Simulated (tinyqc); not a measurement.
## Nanowire ballistic transistor, top-of-the-barrier model: effect of the insulator thickness

At the top of the source barrier, states moving towards the drain are filled by the source (Fermi level 0) and states moving back by the drain (Fermi level -q Vd); nothing scatters. U is the shift of the band edge there, set by the capacitances CG, CD and CS (the total) and by the charge. Parabolic one-dimensional subbands; the source is grounded.

N0 = gv sqrt(2 m kB T/pi)/hbar, CG = 2 pi eps0 eox/ln(1 + 2 tox/d), CS = CG/aG, n0 = n at U = 0 and Vd = 0. eta1 = -(E0 + U)/Vt, eta2 = eta1 - Vd/Vt, n = (N0/2)[F_(-1/2)(eta1) + F_(-1/2)(eta2)], F_(-1/2)(x) = (1/sqrt(pi)) int_0^infinity u^(-1/2)/(1 + exp(u - x)) du. Each F is summed over the two subbands, F(eta) + F(eta - dE/Vt), which share the mass. U = UL + q (n - n0)/CS with UL = -(aG Vg + aD Vd), energies in eV. I = gv (2 q^2/h) Vt [ln(1 + exp eta1) - ln(1 + exp eta2)], summed over both subbands. CQ = (q/Vt) dn/d(eta1). E0 is held fixed.

Parameters, values chosen for the exercise; mass and valleys close to those of gallium nitride:
```
symbol  value  unit                                                                 meaning
T         300     K                                                             temperature
m       0.191    m0                                                          effective mass
gv          1                                                             valley degeneracy
eox        22                                   relative permittivity of the gate insulator
d           3    nm                                                           wire diameter
dE       0.09    eV                                    offset of a second subband (0: none)
aG        0.9                                                            gate control CG/CS
aD       0.05                                                           drain control CD/CS
E0       0.25    eV  band edge at the barrier top above the source Fermi level at zero bias
Vg        0.6     V                                                            gate voltage
Vd        0.6     V                                                           drain voltage
```

Constants: q = 1.602176634e-19 C, kB = 1.380649e-23 J/K, hbar = 1.054571817e-34 J s, h = 6.62607015e-34 J s, m0 = 9.1093837015e-31 kg, Vt = kB T/q, eps0 = 8.8541878128e-14 F/cm where lengths are in cm. Results are converted to the units shown.

Result of one run:

| eta1 | n (cm^-1) | I (uA) | mean velocity I/(q n) (cm/s) | CQ/CS |
|---|---|---|---|---|
| 11.450 | 7.0769e6 | 38.898 | 3.4307e7 | 0.049680 |

Which insulator thickness tox gave this result: 0.5, 1.1, 2.4 or 3.6 nm?

tox = 0.5 nm.

The whole series:

| tox (nm) | eta1 | n (cm^-1) | I (uA) | mean velocity I/(q n) (cm/s) | CQ/CS |
|---|---|---|---|---|---|
| 0.5 | 11.450 | 7.0769e6 | 38.898 | 3.4307e7 | 0.049680 |
| 0.74 | 11.109 | 6.9461e6 | 37.530 | 3.3723e7 | 0.070691 |
| 1.1 | 10.679 | 6.7777e6 | 35.810 | 3.2977e7 | 0.099655 |
| 1.6 | 10.200 | 6.5841e6 | 33.891 | 3.2128e7 | 0.13590 |
| 2.4 | 9.6176 | 6.3396e6 | 31.560 | 3.1071e7 | 0.18683 |
| 3.6 | 8.9953 | 6.0658e6 | 29.071 | 2.9913e7 | 0.25199 |
| 5.4 | 8.3640 | 5.7721e6 | 26.549 | 2.8708e7 | 0.33339 |
| 8 | 7.7699 | 5.4783e6 | 24.182 | 2.7550e7 | 0.42935 |

As tox goes from 0.5 to 8 nm, n falls from 7.08e6 to 5.48e6 cm^-1, the mean velocity falls from 3.43e7 to 2.76e7 cm/s and the current falls from 38.9 to 24.2 uA. CQ/CS goes from 0.050 to 0.43. Over the range the current goes as tox^(-0.17) on average. For tox = 0.5 to 0.74 nm the insulator is under 1 nm thick, where gate tunnelling would matter.

tinyqc, about 0.05 s, one thread, Intel Xeon 2.30GHz (shared host): `OMP_NUM_THREADS=1 python tinyqc.py 2400075 2400076 out.jsonl`
